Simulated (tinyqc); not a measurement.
Inside a calculation. Model: planar ballistic transistor, top-of-the-barrier model.

Computed by the program tinyqc: `OMP_NUM_THREADS=1 python tinyqc.py 2400109 2400110 out.jsonl`, one thread of a shared Intel Xeon 2.30GHz, about 0.01 s for the whole run. Printed values are rounded.

At the top of the source barrier, states moving towards the drain are filled by the source (Fermi level 0) and states moving back by the drain (Fermi level -q Vd); nothing scatters. U is the shift of the band edge there, set by the capacitances CG, CD and CS (the total) and by the charge. Parabolic two-dimensional band; the source is grounded.

Parameters, values chosen for the exercise; mass and valleys close to those of a monolayer dichalcogenide:
- T = 200 K (temperature)
- m = 0.481 m0 (effective mass)
- gv = 2 (valley degeneracy)
- eox = 22 (relative permittivity of the gate insulator)
- tox = 1.5 nm (insulator thickness)
- aG = 0.76 (gate control CG/CS)
- aD = 0.047 (drain control CD/CS)
- E0 = 0.29 eV (band edge at the barrier top above the source Fermi level at zero bias)
- Vg = 0.8 V (gate voltage)
- Vd = 0.2 V (drain voltage)

Constants: q = 1.602176634e-19 C, kB = 1.380649e-23 J/K, hbar = 1.054571817e-34 J s, m0 = 9.1093837015e-31 kg, Vt = kB T/q, eps0 = 8.8541878128e-14 F/cm where lengths are in cm. Results are converted to the units shown.

## Density of states, capacitances and charge at zero bias

N0 = gv m kB T/(pi hbar^2), CG = eps0 eox/tox, vT = sqrt(2 kB T/(pi m)), CS = CG/aG, n0 = n at U = 0 and Vd = 0. eta1 = -(E0 + U)/Vt, eta2 = eta1 - Vd/Vt, n = (N0/2)[F_0(eta1) + F_0(eta2)], F_0(x) = ln(1 + exp x). UL = -(aG Vg + aD Vd).

N0 = 6.92588e12 cm^-2
CG = 12.9861 uF/cm^2
CS = 17.0870 uF/cm^2
n0 = 3.41033e5 cm^-2
UL = -0.6174 eV

## Iteration 1: self-consistent potential at the barrier top

U at the start (U = UL) = -0.6174 eV

eta1 = -(E0 + U)/Vt, eta2 = eta1 - Vd/Vt, n = (N0/2)[F_0(eta1) + F_0(eta2)], F_0(x) = ln(1 + exp x). U(out) = UL + q (n - n0)/CS. Newton step: U(new) = U + (U(out) - U)/(1 + CQ/CS), CQ = (q/Vt) dn/d(eta1) with both F' summed; F_0'(x) = 1/(1 + exp(-x)).

eta1 = 18.9966
eta2 = 7.39208
n = 9.13846e13 cm^-2
U(out) = 0.239473 eV
CQ = 64.3649 uF/cm^2
U after iteration 1 = -0.437645 eV

## Iteration 2: self-consistent potential at the barrier top

As before.

eta1 = 8.56672
eta2 = -3.03780
n = 2.98289e13 cm^-2
U(out) = -0.337708 eV
CQ = 33.6589 uF/cm^2
U after iteration 2 = -0.403994 eV

## Course of the iteration: self-consistent potential at the barrier top

Stop when U changes by less than 1e-9 eV, or after 90 iterations.

Course of the iteration:

| iteration | U (eV) | \|change\| (eV) |
|---|---|---|
| 1 | -0.437645 | 0.180 |
| 2 | -0.403994 | 0.0337 |
| 3 | -0.403433 | 5.62e-4 |
| 4 | -0.403433 | 4.76e-8 |
| 5 | -0.403433 | < 1e-13 |

Converged in 5 iterations. At the end the number of correct digits about doubles with each step.

## Current, mean velocity and share of the gate voltage

converged U = -0.403433 eV

N0 = gv m kB T/(pi hbar^2), CG = eps0 eox/tox, vT = sqrt(2 kB T/(pi m)), CS = CG/aG, n0 = n at U = 0 and Vd = 0. eta1 = -(E0 + U)/Vt, eta2 = eta1 - Vd/Vt, n = (N0/2)[F_0(eta1) + F_0(eta2)], F_0(x) = ln(1 + exp x). I = q (N0/2) vT [F_(1/2)(eta1) - F_(1/2)(eta2)] per width, F_(1/2)(x) = (2/sqrt(pi)) int_0^infinity u^(1/2)/(1 + exp(u - x)) du. Mean velocity I/(q n). CQ = (q/Vt) dn/d(eta1); the band edge follows the gate as -dU/dVg = aG/(1 + CQ/CS).

eta1 = 6.58165
n = 2.28194e13 cm^-2
I = 4591.84 uA/um
mean velocity = 1.25595e7 cm/s
CQ = 32.3584 uF/cm^2
-dU/dVg = 0.262636 eV/V

The carriers from the source are degenerate (eta1 = 6.58), and the mean velocity is 1.98 times vT = sqrt(2 kB T/(pi m)) = 6.33e6 cm/s.
